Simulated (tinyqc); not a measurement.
Perpendicular magnetic tunnel junction: magnetoresistance, thermal stability and spin-torque switching: one step of the calculation.

A circular free layer treated as one macrospin with its easy axis out of plane. mu0 = 1.25663706212e-6 H/m, gyromagnetic ratio q/m0 (g = 2). Magnetic parameters are taken as given at T.

Task. Retention of the array. A bit flips thermally at the rate exp(-Delta)/t0; the chance that any of N bits flips in ten years (3.15576e8 s) is 1 - exp[-N (time/t0) exp(-Delta)]. The Delta needed for a chance of 1e-4 follows by inversion.

Inputs (values chosen for the exercise): attempt time t0 = 1 ns; bits N = 1.07e9.

Delta = 62.321477

Give: mean life of one bit; expected flips in ten years; Delta needed.

Result.

mean life of one bit = 3.688e10 years
expected flips in ten years = 0.2901
Delta needed = 70.29

Delta falls short of the need by 7.97.

tinyqc, about 0.01 s, one thread, Intel Xeon 2.30GHz (shared host): `OMP_NUM_THREADS=1 python tinyqc.py 2450141 2450142 out.jsonl`
